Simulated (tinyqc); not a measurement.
Worked calculation: carrier statistics of a doped semiconductor with parabolic bands. Values are carried at full precision from step to step, so a last printed digit may differ when a step is redone from the rounded ones.

Constants: kB = 8.617333262e-05 eV/K; hbar^2/2m0 = 3.80998211 eV angstrom^2.

Parameters, chosen for this exercise (near those of Si; the results hold for these values, not for the real material):
```
symbol  value    unit    meaning
Eg0     1.158    eV      gap at 0 K
al      0.00047  eV/K    Varshni alpha
be      616      K       Varshni beta
T       500      K
ml      0.886    m0      longitudinal electron mass
mt      0.199    m0      transverse electron mass
Mv      6                equivalent valleys
mhh     0.568    m0      heavy-hole mass
mlh     0.154    m0      light-hole mass
ND      2.1e+12  1/cm^3  donors
NA      2.5e+17  1/cm^3  acceptors
ED      0.0435   eV      donor level below Ec
EA      0.0452   eV      acceptor level above Ev
```

## Gap and thermal energy

Eg(T) = Eg0 - al T^2/(T + be) (Varshni).

Eg = 1.05271 eV
kT = 0.043087 eV

The gap has shrunk by 105.3 meV from 0 K and is 24.4 kT wide.

## Effective densities of states

m_de = Mv^(2/3) (ml mt^2)^(1/3); m_dh = (mhh^(3/2) + mlh^(3/2))^(2/3); N = 2 (m kB T/(4 pi c))^(3/2) with c = hbar^2/2m0, in 1/angstrom^3; times 1e24 for 1/cm^3.

m_de = 1.0810 m0
m_dh = 0.6203 m0
Nc = 6.0683e+19 1/cm^3
Nv = 2.6377e+19 1/cm^3

The light holes supply 12.4 % of Nv, and Nc/Nv = 2.3.

## Intrinsic density and level

With Boltzmann statistics ni = sqrt(Nc Nv) exp(-Eg/2kT) and Ei = Eg/2 + (kT/2) ln(Nv/Nc), counted from Ev.

ni = 1.98e+14 1/cm^3
Ei = 0.5084 eV

Ei lies 17.9 meV below midgap, towards the band with the smaller density of states.

## Neutrality by bisection

Energies are counted from Ev, so Ec = Eg. n = Nc F_1/2((EF - Eg)/kT), p = Nv F_1/2(-EF/kT), ND+ = ND/(1 + 2 exp((EF - Eg + ED)/kT)), NA- = NA/(1 + 4 exp((EA - EF)/kT)); neutrality asks p + ND+ = n + NA-. F_j(eta) = (1/Gamma(j + 1)) integral_0^infinity x^j dx/(1 + exp(x - eta)), which tends to exp(eta) for eta << 0.

Start from the bracket [-0.2 eV, Eg + 0.2 eV]; at the midpoint EF take the sign of p + ND+ - n - NA-; where it is positive EF must rise. Fourteen steps are shown.

Bisection (eV, 1/cm^3):
```
step       low     high       EF         n         p       ND+       NA-  sign
1     -0.20000  1.25271  0.52636  3.00e+14  1.31e+14  2.10e+12  2.50e+17     -
2     -0.20000  0.52636  0.16318  6.56e+10  5.93e+17  2.10e+12  1.99e+17     +
3      0.16318  0.52636  0.34477  4.44e+12  8.83e+15  2.10e+12  2.49e+17     -
4      0.16318  0.34477  0.25397  5.40e+11  7.26e+16  2.10e+12  2.42e+17     -
5      0.16318  0.25397  0.20858  1.88e+11  2.08e+17  2.10e+12  2.29e+17     -
6      0.16318  0.20858  0.18588  1.11e+11  3.51e+17  2.10e+12  2.17e+17     +
7      0.18588  0.20858  0.19723  1.45e+11  2.70e+17  2.10e+12  2.24e+17     +
8      0.19723  0.20858  0.20290  1.65e+11  2.37e+17  2.10e+12  2.27e+17     +
9      0.20290  0.20858  0.20574  1.76e+11  2.22e+17  2.10e+12  2.28e+17     -
10     0.20290  0.20574  0.20432  1.70e+11  2.29e+17  2.10e+12  2.27e+17     +
11     0.20432  0.20574  0.20503  1.73e+11  2.26e+17  2.10e+12  2.28e+17     -
12     0.20432  0.20503  0.20467  1.72e+11  2.27e+17  2.10e+12  2.28e+17     -
13     0.20432  0.20467  0.20450  1.71e+11  2.28e+17  2.10e+12  2.27e+17     +
14     0.20450  0.20467  0.20459  1.72e+11  2.28e+17  2.10e+12  2.27e+17     +
```

Each step halves the bracket, which is 0.177 meV wide at the last row.

## The neutral state

Solve the neutrality condition for EF to convergence.

EF = 0.2047 eV
n = 1.72e+11 1/cm^3
p = 2.28e+17 1/cm^3
ND+ = 2.10e+12 1/cm^3
NA- = 2.28e+17 1/cm^3

The material is p-type; 91.0 % of the acceptors are ionised. EF lies 4.75 kT inside the gap from the valence edge, so Boltzmann statistics would serve; n p/(Nc Nv exp(-Eg/kT)) = 0.997.

## Checks

- F_1/2(1) by the trapezoid rule against adaptive quadrature: both 1.575641.
- Positive against negative charge at the solution (1/cm^3): both 2.27520e+17.

Program tinyqc; command `OMP_NUM_THREADS=1 python tinyqc.py 1682693 1682694 out.jsonl`; about 0.01 s on one thread of a shared Intel(R) Xeon(R) Processor @ 2.30GHz.
